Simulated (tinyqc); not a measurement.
# Undoped symmetric double-gate MOSFET, analytic potential model: effects of single changes

An undoped body of thickness ts between two equal insulators and tied gates; long channel, electrons only, n = ni exp((psi - V)/Vt) with V the quasi-Fermi potential (0 at the source, Vd at the drain), constant mobility, no quantisation. Across the body psi(x) = V - 2 Vt ln[(ts/(2 beta)) sqrt(q ni/(2 eps0 eps_r Vt)) cos(2 beta x/ts)], x from the centre. Q is the electron charge per area of the whole body.

Values chosen for this exercise; material values close to those of silicon: temperature T = 325 K; band gap Eg = 1.1 eV; relative permittivity of the semiconductor eps_r = 11.7; conduction-band density of states at T Nc = 3.1e19 cm^-3; valence-band density of states at T Nv = 3.01e19 cm^-3; relative permittivity of the gate insulator eox = 3.74; insulator thickness tox = 3.1 nm; body thickness ts = 20 nm; gate work function less that of the intrinsic body dphi = -0.18 V; channel mobility mu = 710 cm^2/(V s); gate length L = 0.2 um; drain voltage Vd = 0.3 V.

Constants: q = 1.602176634e-19 C, kB = 1.380649e-23 J/K, Vt = kB T/q, eps0 = 8.8541878128e-14 F/cm where lengths are in cm. Results are converted to the units shown.

Each table varies one quantity; the others keep the values above.

## Effect of the insulator thickness

ni = sqrt(Nc Nv) exp(-Eg/(2 Vt)), Eg in volts; r = eps_r tox/(eox ts); V0 = dphi + 2 Vt ln[(2/ts) sqrt(2 eps0 eps_r Vt/(q ni))]. beta (between 0 and pi/2) solves (Vg - V0 - V)/(2 Vt) = ln(beta) - ln(cos beta) + 2 r beta tan(beta). Q = 8 eps0 eps_r Vt beta tan(beta)/ts; I = mu (1/L)(4 eps0 eps_r/ts)(2 Vt)^2 [g(beta_s) - g(beta_d)] per width, g = beta tan(beta) - beta^2/2 + r beta^2 tan^2(beta), with beta_s at V = 0 and beta_d at V = Vd.  I(low) is taken at Vg = 0 V, Qs and I(high) at Vg = 0.75 V.

The same in every row: V0 (V) = 0.2458.

Effect of the insulator thickness:
```
tox (nm)  I(low) (nA/um)  Qs(high) (nC/cm^2)  I(high) (uA/um)
1                  1.781                2240             1524
1.5                1.780                1579             1099
2.1                1.780                1179            834.0
3.1                1.780               838.4            603.6
4.5                1.780               603.6            441.0
6.4                1.780               441.4            326.5
9.3                1.780               315.8            236.3
```

What does the comparison show?

As tox goes from 1 to 9.3 nm, I(low) stays near 1.78 nA/um and I(high) falls from 1520 to 236 uA/um. On average I(low) is independent of tox and I(high) goes as tox^(-0.84). Below threshold no voltage drops over the insulator in this long-channel model, so its thickness does not matter there. For tox = 1 to 4.5 nm the surface density at the source at the higher gate voltage passes 0.3 Nc, where Boltzmann statistics fail. In every row mu V/L at the higher gate voltage, with V the smaller of Vd and Vg - V0, passes 3e6 cm/s, so velocity saturation would lower the current.

## Transfer curve and volume inversion

Q = 8 eps0 eps_r Vt beta tan(beta)/ts; I = mu (1/L)(4 eps0 eps_r/ts)(2 Vt)^2 [g(beta_s) - g(beta_d)] per width, g = beta tan(beta) - beta^2/2 + r beta^2 tan^2(beta), with beta_s at V = 0 and beta_d at V = Vd. The drop is psi(surface) - psi(centre) at the source end; C = dQs/dVg, Cg = 2 eps0 eox/tox; gm = dI/dVg.

Transfer curve and volume inversion:
```
Vg (V)  Qs (nC/cm^2)  drop (mV)       C/Cg  I (uA/um)  gm/I (1/V)
-0.05      0.0030042  7.2499e-4  5.0206e-5  2.9869e-4      35.705
0.06         0.15207   0.036691  0.0025329   0.015145      35.645
0.17          6.6742     1.5953   0.097079    0.71308      33.226
0.29          86.347     18.506    0.51228     16.541      18.529
0.4           231.52     41.728    0.69786     77.147      10.625
0.51          407.26     61.850    0.78859     198.74      6.9086
0.62          599.23     78.156    0.84081     369.80      4.5869
0.74          819.67     92.580    0.87621     584.86      3.1973
0.85          1028.3     103.55    0.89785     796.01      2.4647
```

What does the table show?

The current rises from 2.99e-4 to 796 uA/um. In the first row gm/I is 35.7 1/V, within 0.01 % of 1/Vt: with no depletion charge the whole body follows the gate, and the swing is ideal. The drop between surface and centre goes from 7.2e-4 to 104 mV and passes Vt at Vg = 0.4 V among the rows; below that the density varies across the body by less than a factor of e (volume inversion). C reaches 0.90 of Cg in the last row. For Vg = 0.62 to 0.85 V the surface density at the source passes 0.3 Nc, where Boltzmann statistics fail. For Vg = 0.4 to 0.85 V mu V/L, with V the smaller of Vd and Vg - V0, passes 3e6 cm/s, so velocity saturation would lower the current.

## Effect of the gate work function less that of the intrinsic body

Same model as above.

Effect of the gate work function less that of the intrinsic body:
```
dphi (V)    V0 (V)  I(low) (nA/um)  Qs(high) (nC/cm^2)  I(high) (uA/um)
-0.33     0.095795          362.43              1124.6           894.88
-0.28      0.14579          62.837              1028.3           796.01
-0.23      0.19579          10.603              932.83           698.79
-0.18      0.24579          1.7803              838.41           603.61
-0.13      0.29579         0.29869              745.21           510.96
-0.08      0.34579        0.050105              653.46           421.52
-0.03      0.39579       0.0084049              563.46           336.28
```

What does the comparison show?

As dphi goes from -0.33 to -0.03 V, I(low) falls from 362 to 0.00840 nA/um and I(high) falls from 895 to 336 uA/um. V0 rises from 0.0958 to 0.396 V. For dphi = -0.33 to -0.08 V the surface density at the source at the higher gate voltage passes 0.3 Nc, where Boltzmann statistics fail. In every row mu V/L at the higher gate voltage, with V the smaller of Vd and Vg - V0, passes 3e6 cm/s, so velocity saturation would lower the current.

Computed by the program tinyqc: `OMP_NUM_THREADS=1 python tinyqc.py 2440168 2440169 out.jsonl`, one thread of a shared Intel Xeon 2.30GHz, about 0.03 s for the whole run.
